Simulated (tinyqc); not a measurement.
# CMOS inverter, nodal equation and switching, step by step

tinyqc, about 0.06 s, one thread, Intel Xeon 2.30GHz (shared host): `OMP_NUM_THREADS=1 python tinyqc.py 2340151 2340152 out.jsonl` Printed values are rounded.

An n-channel pull-down (bn, VTn) and a p-channel pull-up (bp, VTp) share the input Vin and the output node Vout, which carries the load C. Transistor (EKV form, voltages against the body): I = 2 n b Vt^2 [F(vp - Vs) - F(vp - Vd)] from drain to source, F(v) = ln^2(1 + exp(v/(2 Vt))), vp = (Vg - VT + sg |Vd - Vs|)/n. n-channel bodies are at 0; for the p-channel device all voltages are counted down from Vdd. b in uA/V^2 gives I in uA. Static: In = Ip. Transient: C dVout/dt = Ip - In. No velocity saturation, no gate capacitance beyond C.

Parameters, values chosen for the exercise: temperature T = 400 K; supply voltage Vdd = 0.75 V; slope factor n = 1.2; drain-induced barrier lowering sg = 0.115; n-channel threshold VTn = 0.44 V; p-channel threshold (magnitude) VTp = 0.39 V; gain factor of the pull-down transistor bn = 160 uA/V^2; gain factor of the pull-up transistor bp = 130 uA/V^2; load capacitance C = 0.43 fF; input voltage Vin = 0.32 V; time step dt = 4 ps.

Constants: q = 1.602176634e-19 C, kB = 1.380649e-23 J/K, Vt = kB T/q. Results are converted to the units shown.

## Iteration 1: output voltage by Newton steps

Vout at the start = 0.38 V

f = In - Ip at (Vin, Vout); G = df/dVout by a central difference with +/- 1e-6 V; Vout(new) = Vout - f/G, the step limited to +/- 0.1 V.

In = 0.0511256 uA
Ip = 0.637752 uA
G = 1.11010 uS
Vout after iteration 1 = 0.48 V

## Iteration 2: output voltage by Newton steps

As before.

In = 0.0646070 uA
Ip = 0.543822 uA
G = 1.04721 uS
Vout after iteration 2 = 0.58 V

## Course of the iteration: output voltage by Newton steps

Stop when Vout changes by less than 1e-9 V, or after 30 iterations.

Course of the iteration:
```
iteration  Vout (V)  |change| (V)
1              0.48         0.100
2              0.58         0.100
3              0.68         0.100
4          0.749543        0.0695
5          0.732128        0.0174
6          0.730064       2.06e-3
7          0.730038       2.65e-5
8          0.730038       4.30e-9
9          0.730038       < 1e-14
```

Converged in 9 iterations. At the end the number of correct digits about doubles with each step.

## Transfer curve

Vin, point 0 to 10 (V): 0  0.075  0.15  0.225  0.3  0.375  0.45  0.525  0.6  0.675  0.75

For each Vin solve In = Ip; gain = dVout/dVin.

```
point  Vout (V)  supply current (uA)     gain
0      0.749998            8.6893e-5  -0.0001
1      0.749986            5.2204e-4  -0.0004
2      0.749883            0.0030481  -0.0033
3      0.748973             0.016665  -0.0304
4      0.739748             0.078683  -0.3315
5      0.539017              0.20794  -8.4168
6      0.037546              0.15449  -1.4872
7      0.003061             0.039211  -0.0943
8      0.000325            0.0077745  -0.0095
9      0.000038            0.0013821  -0.0011
10     0.000005            2.3380e-4  -0.0001
```

The switching point Vin = Vout lies at 0.3920 V, with a gain of -8.69. The current peaks at 0.208 uA among the points, against 8.7e-5 and 2.3e-4 uA of leakage at the ends.

## Switching point and noise margins

VM solves In = Ip with Vin = Vout. VIL and VIH are the inputs at which the gain is -1; NML = VIL - Vout(VIH), NMH = Vout(VIL) - VIH.

VM = 0.39204 V
gain at VM = -8.6899
VIL = 0.32905 V
VIH = 0.45855 V
NML = 0.30195 V
NMH = 0.26395 V

VM lies 17 mV above Vdd/2, and the low margin is the larger one. With both transistors saturated the size of the gain tends to 1/sg = 8.70; here it is 0.067 % below that.

## Step 1: one time step of the falling output

Vout at t = 0 = 0.75 V

The input steps to Vdd at t = 0; I = In - Ip. Trapezoidal rule: V(new) = V - (dt/C)[I(V) + I(V(new))]/2, solved for V(new); 1 ps uA/fF = 1 mV.

I(V) = 10.5038 uA
I(V(new)) = 9.93801 uA
Vout after step 1 = 0.654922 V

## Step 2: one time step of the falling output

As before.

I(V) = 9.93801 uA
I(V(new)) = 9.41711 uA
Vout after step 2 = 0.564898 V

## Delays and energy

For a step input the delay to Vdd/2 is tHL = C times the integral of dV/(In - Ip) from Vdd/2 to Vdd at Vin = Vdd, and tLH likewise with Ip - In from 0 to Vdd/2 at Vin = 0. Energy drawn for one full cycle of the output: C Vdd^2. Leakage power: Vdd times the mean of the supply currents at Vin = 0 and Vdd.

tHL = 17.2101 ps
tLH = 16.5268 ps
energy = 0.241875 fJ
leakage power = 0.120261 nW

Time steps as above cross Vdd/2 at 17.2 ps by linear interpolation, 0.13 % above tHL. tLH/tHL = 0.960, with bn/bp = 1.23.
